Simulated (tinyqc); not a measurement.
What the s* orbital does: sp3s* tight binding with spin-orbit coupling.

sp3s* tight binding, nearest neighbours only: anion (a) at 0, cation (c) at a/4 (1,1,1), orbitals s, px, py, pz, s* on each; k in units of 2 pi/a. With phases e_j = exp(i (pi/2) k.n_j) for n = (1,1,1), (1,-1,-1), (-1,1,-1), (-1,-1,1): g0 = (e1+e2+e3+e4)/4, g1 = (e1+e2-e3-e4)/4, g2 = (e1-e2+e3-e4)/4, g3 = (e1-e2-e3+e4)/4. The diagonal holds the levels Esa, Epa, Exa (s*) and Esc, Epc, Exc. Anion-cation block: <sa|sc> = Vss g0; <sa|xc> = Vsapc g1; <xa|sc> = -Vscpa g1; <xa|xc> = Vxx g0; <xa|yc> = <ya|xc> = Vxy g3, <xa|zc> = <za|xc> = Vxy g2, <ya|zc> = <za|yc> = Vxy g1; <s*a|xc> = Vxapc g1; <xa|s*c> = -Vpaxc g1; y and z take g2 and g3 in place of g1; s-s* and s*-s* vanish.

Spin-orbit coupling acts within the p shell of each atom as (D/3) L.sigma, D = Da or Dc: it puts four states at Ep + D/3 and two at Ep - 2D/3.

Parameters, chosen for this exercise (near a published set for Si, fitted to gaps, whose masses and valley positions are rough; spin-orbit coupling, where it is added without a refit, lifts the valence top and shrinks all gaps by about a third of the splitting; shifted at random, so the results belong to these values and not to a real crystal): Esa = -4.223 eV (s level of the anion); Epa = 1.719 eV (p level of the anion); Esc = -4.223 eV (s level of the cation); Epc = 1.719 eV (p level of the cation); Exa = 6.714 eV (s* level of the anion); Exc = 6.714 eV (s* level of the cation); Vss = -8.358 eV (s-s); Vxx = 1.704 eV (px-px); Vxy = 4.603 eV (px-py); Vsapc = 5.752 eV (s anion, p cation); Vscpa = 5.752 eV (s cation, p anion); Vxapc = 5.393 eV (s* anion, p cation); Vpaxc = 5.393 eV (p anion, s* cation); Da = 0.043 eV (atomic spin-orbit splitting, anion); Dc = 0.043 eV (the same, cation).

The s* couplings Vxapc and Vpaxc are scaled by f; f = 0 is the plain sp3 model. Gaps from the top of the valence band at Gamma; the Delta value is the minimum on (x,0,0), 0.5 <= x <= 1.

Gaps (eV):
```
f,Gamma,Delta,L,x of the minimum
0.00,3.3650,4.0577,4.0120,0.500
0.25,3.3650,3.7699,3.8257,0.500
0.50,3.3650,3.1140,3.4063,0.552
0.75,3.3650,2.1632,2.9306,0.695
0.90,3.3650,1.5512,2.6539,0.721
1.00,3.3650,1.1426,2.4782,0.730
1.10,3.3650,0.7366,2.0757,0.735
```

What can be read from this table?

The gap at Gamma stays, since g1 to g3 vanish there. From f = 0 to 1 the s* levels lower the Delta value by 2.915 eV and L by 1.534 eV. For f = 0 and 0.25 the least value lies at x = 0.5, the end of the range: any valley further out lies above that value until s* has lowered it enough. The lowest of the three is Gamma at f = 0 and the Delta line at f = 1.

Computed by tinyqc, a small Python program: `OMP_NUM_THREADS=1 python tinyqc.py 1450929 1450930 out.jsonl` (the numbers bound the seed that draws the inputs); one thread of a shared host (Intel(R) Xeon(R) Processor @ 2.30GHz), about 0.2 s for the whole set of steps.
